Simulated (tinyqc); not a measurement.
Heterojunction of two tight-binding chains: one step. Transmission. Five cases, with inputs chosen for the exercise.

Question. The last site of the left chain has energy 2 t1 + U, and S1, S2 are the self-energies of the two half chains on it. G = 1/(E - 2 t1 - U - S1 - S2); T = 4 Im(S1) Im(S2) |G|^2.

Case 1.

Values chosen (out of a larger set: masses and offset of the size met at InAs / GaSb; not measured data): E = 0.779 eV (electron energy); U = 0.42 eV (extra energy on the last left site).

t1 = 17.638806 eV
S1 = -17.2493061-3.6863152i eV
S2 = -17.6221811-0.7656461i eV

Case 2.

Values chosen (out of a larger set: masses and offset of the size met at InAs / GaSb; not measured data): E = 1.065 eV (electron energy); U = 0 eV (extra energy on the last left site).

t1 = 15.118977 eV
S1 = -14.5864766-3.9772043i eV
S2 = -15.1090659-0.5473404i eV

Case 3.

Values chosen (out of a larger set: masses and offset of the size met at InGaAs / InAlAs; not measured data): E = 0.66 eV (electron energy); U = -0.31 eV (extra energy on the last left site).

t1 = 12.788608 eV
S1 = -12.4586080-2.8864479i eV
S2 = -12.6899238-1.5856635i eV

Case 4.

Values chosen (out of a larger set: masses and offset of the size met at InGaAs / InP; not measured data): E = 0.28 eV (electron energy); U = -0.45 eV (extra energy on the last left site).

t1 = 10.854650 eV
S1 = -10.7146499-1.7377290i eV
S2 = -10.7931114-1.1541967i eV

Case 5.

Values chosen (out of a larger set: masses and offset of the size met at GaN / AlGaN; not measured data): E = 0.521 eV (electron energy); U = 0.3 eV (extra energy on the last left site).

t1 = 1.280236 eV
S1 = -1.0197359-0.7740431i eV
S2 = -1.2492521-0.2799524i eV

Give: G; T.

Answer.

Case 1.

G = -0.0024-0.2246i 1/eV
T = 0.5695

A fraction 0.4305 is reflected although the electron lies above the step.

Case 2.

G = 0.0252-0.2181i 1/eV
T = 0.4197

A fraction 0.5803 is reflected although the electron lies above the step.

Case 3.

G = 0.0267-0.2204i 1/eV
T = 0.9022

A fraction 0.0978 is reflected although the electron lies above the step.

Case 4.

G = 0.0611-0.3346i 1/eV
T = 0.9283

A fraction 0.0717 is reflected although the electron lies above the step.

Case 5.

G = -0.0632-0.9445i 1/eV
T = 0.7768

A fraction 0.2232 is reflected although the electron lies above the step.

Computed by tinyqc, one run a case: `OMP_NUM_THREADS=1 python tinyqc.py N N+1 out.jsonl` with N = 1480312, 1480336, 1480352, 1480384, 1480391; one thread of a shared Intel(R) Xeon(R) Processor @ 2.30GHz, about 0.01 s a run at most.
